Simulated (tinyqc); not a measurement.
## Stress from a rosette of three resistors

Problem. In the (001) plane dR/R(0) = p11 sxx + p12 syy, dR/R(90) = p12 sxx + p11 syy and dR/R(45) = (p11 + p12)(sxx + syy)/2 + p44 sxy. Find the three stresses.

Parameters, values chosen for the exercise: piezoresistive coefficient p11 = 6.15 x 1e-11/Pa; piezoresistive coefficient p12 = -1.12 x 1e-11/Pa; piezoresistive coefficient p44 = 134 x 1e-11/Pa.

dR/R at 0, 45 and 90 degrees (%): 0.63816000  -9.7988050  0.93623000

Solution. The first and third give sxx and syy; the 45-degree value less their mean is p44 sxy.

sxx = 136.0 MPa
syy = 177.0 MPa
sxy = -79.00 MPa

Computed by the program tinyqc: `OMP_NUM_THREADS=1 python tinyqc.py 2530121 2530122 out.jsonl`, one thread of a shared Intel Xeon 2.30GHz, about 0.01 s for the whole run.
